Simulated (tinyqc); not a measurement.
Stretching all distances: RHF, UHF, MP2, CISD and CCSD against full CI in the 6-31g basis, for H4, spin multiplicity 1. Computed by the program tinyqc with PySCF. All coordinates are multiplied by the scale. c0^2 is the weight of the RHF determinant in the lowest singlet FCI state (UHF is spin-contaminated and may lie near states of higher spin) and n(LUMO) the first natural occupation beyond the occupied space.

Geometry (angstrom):
```
atom,x,y,z
H,0.0000,0.0000,0.0000
H,0.0000,0.0000,0.7650
H,0.0000,0.0000,1.7430
H,0.0000,0.0000,2.5090
```

Full CI energy (hartree) and errors against it (kcal/mol):
```
scale,distance 1-2 (angstrom),E(FCI),RHF,UHF,MP2,CISD,CCSD,<S^2> UHF,c0^2,n(LUMO)
0.9600,0.7344,-2.249376,31.6457,31.6457,8.7635,0.4385,0.1291,0.0000,0.9718,0.0334
1.1400,0.8721,-2.262083,35.2456,35.2456,10.9197,0.6352,0.1236,0.0000,0.9608,0.0488
1.3200,1.0098,-2.238161,40.0650,40.0650,13.8412,1.0080,0.1320,0.0000,0.9442,0.0705
1.5000,1.1475,-2.201311,46.3789,46.3582,17.7402,1.6652,0.1575,0.0389,0.9201,0.1001
1.6700,1.2775,-2.164377,53.8673,48.7710,22.4379,2.6718,0.1947,0.5542,0.8892,0.1366
1.8500,1.4152,-2.127685,63.5205,45.5076,28.5453,4.3025,0.2392,0.9649,0.8467,0.1853
2.0300,1.5530,-2.095593,74.9789,38.9717,35.7936,6.6760,0.2747,1.2759,0.7945,0.2443
2.2100,1.6906,-2.068922,88.1470,31.2693,44.0340,9.9127,0.2827,1.5040,0.7342,0.3124
```

What does the comparison show, and why?

UHF parts from RHF first at scale 1.5 of those listed, where <S^2> leaves zero. The weight c0^2 goes from 0.97 to 0.73 and n(LUMO) from 0.03 to 0.31: static correlation grows as the bonds break into open-shell fragments. The spread of the error along the curve, which distorts its shape, is CCSD 0.2, CISD 9.5, UHF 17.5, MP2 35.3, RHF 56.5 kcal/mol.
